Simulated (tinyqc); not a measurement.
Comparisons within one model: Fermi-Dirac statistics of conduction electrons. A value that a table varies takes the place of the one given here.

Non-parabolic band E (1 + alpha E) = c k^2/m: n = Nc (2/sqrt(pi)) integral_0^infinity sqrt(x (1 + a x)) (1 + 2 a x) dx/(1 + exp(x - eta)) with a = alpha kT and eta = (EF - Ec)/kT; a = 0 gives n = Nc F_1/2(eta).

Constants: hbar^2/2m0 = 3.80998211 eV angstrom^2; kB = 8.617333262e-05 eV/K.

Values chosen for the exercise (near those of Ge, lowest valleys alone; the results hold for these values, not for the real material): m = 0.5605 m0 (density-of-states mass of the conduction band); T = 300 K; alpha = 0.68 1/eV (non-parabolicity); n = 4.4e+18 1/cm^3 (electron density).

## Parabolic against non-parabolic filling

N = 2 (m kB T/(4 pi c))^(3/2) with c = hbar^2/2m0, in 1/angstrom^3; times 1e24 for 1/cm^3. k_F = (3 pi^2 n)^(1/3) and the energy E0 that solves E (1 + alpha E) = c k_F^2/m give the limit of zero temperature.

EF - Ec (meV):

| n (1/cm^3) | parabolic | non-parabolic | non-parabolic, 0 K |
|---|---|---|---|
| 1.0e+18 | -60.0 | -61.8 | 6.5 |
| 4.0e+18 | -21.6 | -23.6 | 16.2 |
| 2.0e+19 | 33.5 | 30.0 | 46.5 |
| 5.0e+19 | 81.1 | 74.3 | 83.5 |
| 2.0e+20 | 220.0 | 191.9 | 196.3 |
| 5.0e+20 | 408.5 | 331.0 | 334.0 |

Non-parabolicity lowers EF by 1.8 meV at the lowest density and by 77.5 meV at the highest, where alpha (EF - Ec) = 0.23. Temperature lowers EF below its 0 K value by 68.2 meV at the lowest density and by 3.0 meV at the highest. EF enters the band between 4e+18 and 2e+19 1/cm^3. In Ge the Gamma and Delta valleys, 0.14 and 0.18 eV up, would start to fill in the rows with EF above about 100 meV.

## What moves the Fermi level

N = 2 (m kB T/(4 pi c))^(3/2) with c = hbar^2/2m0, in 1/angstrom^3; times 1e24 for 1/cm^3. Each row changes one parameter from the base and keeps the others.

Results:

| case | parabolic EF - Ec (meV) | non-parabolic EF - Ec (meV) |
|---|---|---|
| base | -18.76 | -20.80 |
| m = 0.5045 m0 | -14.04 | -16.14 |
| T = 350 K | -29.77 | -32.43 |
| n = 8.8e+18 1/cm^3 | 2.91 | 0.49 |
| alpha = 1.02 1/eV | -18.76 | -21.78 |

The largest shifts from the base row, up to three for each result and ties (the steps differ in size, so this ranks the rows, not the parameters). parabolic EF - Ec (meV): n +21.67, T -11.01, m +4.73; unchanged at the printed digits by alpha. non-parabolic EF - Ec (meV): n +21.29, T -11.63, m +4.66.

Run: tinyqc, `OMP_NUM_THREADS=1 python tinyqc.py 1650933 1650934 out.jsonl`; Intel(R) Xeon(R) Processor @ 2.30GHz, one thread, shared host; about 0.01 s of CPU time with all checks.
